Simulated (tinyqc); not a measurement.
# Mobility and doping from two currents

Inverse problem. A trap-free film with injecting contacts is fitted, with diffusion neglected, by J = q mu N V/Lf + (9/8) eps0 eps_r mu V^2/Lf^3. Find mu, N and the voltage at which both terms are equal.

Values chosen for this exercise: relative permittivity eps_r = 13.7; film thickness Lf = 290 nm.

Constants: q = 1.602176634e-19 C, eps0 = 8.8541878128e-14 F/cm where lengths are in cm. Results are converted to the units shown.

J at 3.5 and 10 V (A/cm^2): [58.229128, 315.48521]

Answer. J/V is a straight line in V: the slope gives mu and the intercept mu N.

mu = 0.0410 cm^2/(V s)
N = 3.80e16 cm^-3
crossover voltage = 3.75 V

Computed by the program tinyqc: `OMP_NUM_THREADS=1 python tinyqc.py 2730045 2730046 out.jsonl`, one thread of a shared Intel Xeon 2.30GHz, about 0.08 s for the whole run.
